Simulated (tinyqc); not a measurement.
Valence-band offset from core levels (Kraut method), with the dipole against the affinity rule: one step of the calculation.

Binding energies are counted downwards from the Fermi level. dEv > 0 means that the valence edge of B lies below that of A, dEc > 0 that the conduction edge of B lies above that of A; dEc + dEv = EgB - EgA. The spectra are made-up values treated as data.

Question. Valence-band maximum of bare A. Fit a straight line to the leading edge by least squares; the maximum vA lies where it meets the background.

Values chosen for this exercise: background counts in the gap bg = 45.

```
point  binding energy (eV)  counts on the leading edge
0                     0.49                         124
1                     0.61                         161
2                     0.73                         203
3                     0.85                         241
4                     0.97                         280
5                     1.09                         320
```

Find: slope; intercept; vA.

Answer.

slope = 327.38 counts/eV
intercept = -37.131 counts
vA = 0.25087 eV

Computed by the program tinyqc: `OMP_NUM_THREADS=1 python tinyqc.py 2410118 2410119 out.jsonl`, one thread of a shared Intel Xeon 2.30GHz, about 0.01 s for the whole run.
